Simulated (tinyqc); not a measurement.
From results back to parameters: sp3s* tight binding. Two cases, with inputs chosen for the exercise.

Problem. Without spin-orbit coupling the s levels at Gamma are the roots of [[Esa, Vss], [Vss, Esc]], the p levels those of [[Epa, Vxx], [Vxx, Epc]], and the doubly degenerate valence level at X is the lower root of [[Epa, Vxy], [Vxy, Epc]]. The atomic differences are given; the levels below come from hidden parameters.

Find: Esa, Esc, Epa, Epc; |Vss|, |Vxx|, |Vxy|.

Method. The mean of a pair of roots is the mean of the two levels, which with the given difference fixes both; half the splitting, squared, less a quarter of the squared difference is V^2. At X the lower root lies sqrt((dEp/2)^2 + Vxy^2) below the mean p level.

Case 1.

Values chosen (out of a larger set: near a published set for InP, fitted to gaps, whose masses and valley positions are rough; not measured data): dEs = 7.014 eV (Esc - Esa); dEp = 3.164 eV (Epc - Epa).

s levels at Gamma (eV): -11.40211  1.44211

p levels at Gamma (eV): -0.00606  4.90806

valence level X5 = -2.05766 eV

Solution.

Esa, Esc, Epa, Epc (eV): -8.487  -1.473  0.869  4.033

|Vss|, |Vxx|, |Vxy| (eV): 5.380  1.880  4.222

Case 2.

Values chosen (out of a larger set: near a published set for GaAs, fitted to gaps, whose masses and valley positions are rough; spin-orbit coupling, where it is added without a refit, lifts the valence top and shrinks all gaps by about a third of the splitting; not measured data): dEs = 5.732 eV (Esc - Esa); dEp = 2.615 eV (Epc - Epa).

s levels at Gamma (eV): -12.57041  1.49641

p levels at Gamma (eV): -0.00194  4.69694

valence level X5 = -2.86224 eV

Solution.

Esa, Esc, Epa, Epc (eV): -8.403  -2.671  1.040  3.655

|Vss|, |Vxx|, |Vxy| (eV): 6.423  1.952  5.043

Computed by tinyqc, one run a case: `OMP_NUM_THREADS=1 python tinyqc.py N N+1 out.jsonl` with N = 1481658, 1481676; one thread of a shared Intel(R) Xeon(R) Processor @ 2.30GHz, about 0.2 s a run at most.
